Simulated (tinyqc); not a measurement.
# Inputs raised by 2 %, one at a time

Model: crystal pulling from the melt: segregation, interface stability, heat balance and point-defect regime. Computed by tinyqc, a small Python program. Command: `OMP_NUM_THREADS=1 python tinyqc.py 3007495 3007496 out.jsonl pull sens`. One thread of a shared host (Intel(R) Xeon(R) Processor @ 2.30GHz), about 0.02 s of CPU time with the checks.

A dilute solute; steady pulling with a flat interface unless it is found unstable.

Inputs (values chosen for the exercise, for a model semiconductor): equilibrium coefficient k0 = 0.36; initial melt concentration C0 = 5.3e+18 1/cm^3; diffusivity in the melt D = 0.00026 cm^2/s; kinematic viscosity nu = 0.0035 cm^2/s; crystal rotation = 20 rpm; pull rate V = 0.34 mm/min; gradient in the melt G_L = 7.2 K/cm; solid conductivity k_S = 20.6 W/(m K); melt conductivity k_L = 57 W/(m K); latent heat per volume L = 4060 J/cm^3; melting point T_m = 1685 K; interface energy gamma = 0.34 J/m^2; frozen fraction g = 0.55; critical ratio xi_c = 0.15 mm^2/(min K).

Loss from the melt surface: none.

Constants: k_B = 1.380649e-23 J/K.

Method:
- delta = 1.61 D^(1/3) nu^(1/6) omega^(-1/2), omega = 2 pi rpm/60; k_eff = k0/[k0 + (1 - k0) exp(-V delta/D)] (Burton, Prim and Slichter); the melt at the interface is enriched by k_eff/k0.
- Axial profile: C_s = k_eff C0 (1 - g)^(k_eff - 1); bulk melt C_L = C_s/k_eff. Usable fraction: the g at which C_s has changed by 30 % from its first value (0.99 at most).
- k_S G_S = k_L G_L + L V; the largest rate for this G_S, with G_L = 0, is k_S G_S/L. Voronkov: the crystal grows vacancy-rich if V/G_S > xi_c and interstitial-rich if below; at fixed G_L the neutral rate solves V = xi_c G_S(V).
- Liquidus slope per concentration (van 't Hoff): |m| = k_B T_m^2 (1 - k0)/L. Solute gradient at the interface: G_C = (V/D) C_s (1 - k0)/k0. Constitutional supercooling sets in when |m| G_C > G_L. Critical C_s from the equality.
- Mullins-Sekerka for a thick solute layer: a ripple of wave number w grows if S(w) = -Gam w^2 - G* + |m| G_C (w* - V/D)/(w* - (1 - k0) V/D) > 0, Gam = gamma T_m/L, G* = (k_S G_S + k_L G_L)/(k_S + k_L), w* = V/(2D) + sqrt((V/(2D))^2 + w^2).
- The critical C_s is that at which the maximum of S over w is zero.

Runs:
```
input moved                         from       to    k_eff  C_s (1/cm^3)  V/G_S (mm^2/(min K))  wavelength at onset (micrometre)
base run                               -        -  0.37401    3.2677e+18               0.10936                            863.08
kinematic viscosity nu (cm^2/s)   0.0035  0.00357  0.37405    3.2680e+18               0.10936                            863.08
crystal rotation (rpm)                20     20.4  0.37387    3.2668e+18               0.10936                            863.08
pull rate V (mm/min)                0.34   0.3468  0.37429    3.2694e+18               0.11075                            856.08
gradient in the melt G_L (K/cm)      7.2    7.344  0.37401    3.2677e+18               0.10797                            858.67
solid conductivity k_S (W/(m K))    20.6   21.012  0.37401    3.2677e+18               0.11154                            864.60
melt conductivity k_L (W/(m K))       57    58.14  0.37401    3.2677e+18               0.10797                            862.82
interface energy gamma (J/m^2)      0.34   0.3468  0.37401    3.2677e+18               0.10936                            868.75
```

Exponents ln(y'/y) / ln(x'/x):
```
input                      k_eff     C_s   V/G_S  wavelength at onset
kinematic viscosity nu     0.006   0.004   0.000                0.000
crystal rotation          -0.019  -0.013   0.000                0.000
pull rate V                0.038   0.027   0.638               -0.412
gradient in the melt G_L   0.000   0.000  -0.643               -0.259
solid conductivity k_S     0.000   0.000   1.000                0.088
melt conductivity k_L      0.000   0.000  -0.643               -0.015
interface energy gamma     0.000   0.000   0.000                0.331
```

Among the inputs moved here: k_eff answers most in size to pull rate V (exponent +0.038), next to crystal rotation (-0.019); its exponent is below 0.0005 for gradient in the melt G_L, solid conductivity k_S, melt conductivity k_L, interface energy gamma. C_s answers most in size to pull rate V (exponent +0.027), next to crystal rotation (-0.013); its exponent is below 0.0005 for gradient in the melt G_L, solid conductivity k_S, melt conductivity k_L, interface energy gamma. V/G_S answers most in size to solid conductivity k_S (exponent +1.000), next to gradient in the melt G_L (-0.643); its exponent is below 0.0005 for kinematic viscosity nu, crystal rotation, interface energy gamma. Wavelength at onset answers most in size to pull rate V (exponent -0.412), next to interface energy gamma (+0.331); its exponent is below 0.0005 for kinematic viscosity nu, crystal rotation.

Caution (all rows): the onset wavelength exceeds the stirred boundary layer, so flow cuts off the solute field assumed in this theory.
